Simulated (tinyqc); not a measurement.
Stretching all distances: RHF, UHF, MP2, CISD and CCSD against full CI in the sto-3g basis, for BeH2, spin multiplicity 1. Computed by the program tinyqc with PySCF. All coordinates are multiplied by the scale. c0^2 is the weight of the RHF determinant in the lowest singlet FCI state (UHF is spin-contaminated and may lie near states of higher spin) and n(LUMO) the first natural occupation beyond the occupied space.

Geometry (angstrom):
```
atom       x        y       z
Be    0.0000   0.0000  0.0000
H     0.0000   1.2850  0.0000
H     0.0000  -1.2260  0.0000
```

Full CI energy (hartree) and errors against it (kcal/mol):
```
scale  distance 1-2 (angstrom)     E(FCI)      RHF     UHF     MP2    CISD   CCSD  <S^2> UHF   c0^2  n(LUMO)
0.930                    1.195  -15.57472   18.396  18.396   5.768   0.336  0.192      0.000  0.979    0.020
1.300                    1.671  -15.54649   33.286  33.286  12.845   1.197  0.538      0.000  0.945    0.065
1.490                    1.915  -15.48165   47.474  47.319  20.166   2.712  1.154      0.092  0.900    0.125
1.680                    2.159  -15.41848   67.800  47.731  31.228   6.029  2.558      0.888  0.819    0.242
1.870                    2.403  -15.37064   95.932  36.620  47.268  11.901  4.669      1.198  0.674    0.459
2.050                    2.634  -15.34643  130.329  29.847  66.903  17.103  4.416      1.283  0.482    0.726
```

Estimate the missing row, scale = 1.12.

Computed row:
```
scale  distance 1-2 (angstrom)     E(FCI)     RHF     UHF    MP2   CISD   CCSD  <S^2> UHF   c0^2  n(LUMO)
1.120                    1.439  -15.58953  24.252  24.252  8.447  0.588  0.294      0.000  0.967    0.035
```

UHF parts from RHF first at scale 1.49 of those listed, where <S^2> leaves zero. The weight c0^2 goes from 0.98 to 0.48 and n(LUMO) from 0.02 to 0.73: static correlation grows as the bonds break into open-shell fragments. The spread of the error along the curve, which distorts its shape, is CCSD 4.5, CISD 16.8, UHF 29.3, MP2 61.1, RHF 111.9 kcal/mol. The table stops here: at scale 2.24 and beyond, the reference weight falls under 0.45 or RHF, UHF or CCSD hop between solutions, so those rows were left out and the spreads given cover only the rows shown. As computed, partly on other solutions, the errors there reach in size RHF 169, UHF 29, MP2 84, CISD 19, CCSD 2 kcal/mol.
